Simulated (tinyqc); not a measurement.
Implant damage, amorphisation by cascade overlap, and solid-phase epitaxial regrowth: one step, computed by the program tinyqc. Command: `OMP_NUM_THREADS=1 python tinyqc.py 3111858 3111859 out.jsonl sper walk`. One thread of a shared host (Intel(R) Xeon(R) Processor @ 2.30GHz), about 0.01 s of CPU time with the checks.

Range and width of the damage are inputs. Dynamic annealing enters only through the surviving share f.

Task: The amorphous layer. Displaced share x(z) = f nu Q exp(-(z - R_d)^2/(2 s_d^2))/(sqrt(2 pi) s_d N); the layer is amorphous where x > x_c, between R_d -/+ s_d sqrt(2 ln(x_max/x_c)), the upper edge being cut at the surface. Threshold dose Q_c = Q x_c/x_max.

Inputs (values chosen for the exercise, modelled on antimony ions in germanium):
```
quantity                           value    unit
atomic density N                    44.2  1/nm^3
depth of the damage peak R_d          61      nm
width of the damage profile s_d       39      nm
share of defects that survive f     0.45       -
critical displaced share x_c         0.1       -
dose Q                           2.6e+15  1/cm^2
```

displacements per ion nu = 2661.471

Give: peak displaced share x_max; threshold dose Q_c; upper edge; lower edge.

Result:

peak displaced share x_max = 7.207

threshold dose Q_c = 3.608e+13 1/cm^2

upper edge = 0 nm

lower edge = 175.1 nm

The layer reaches the surface. Caution: x above 1 counts atoms displaced more than once.
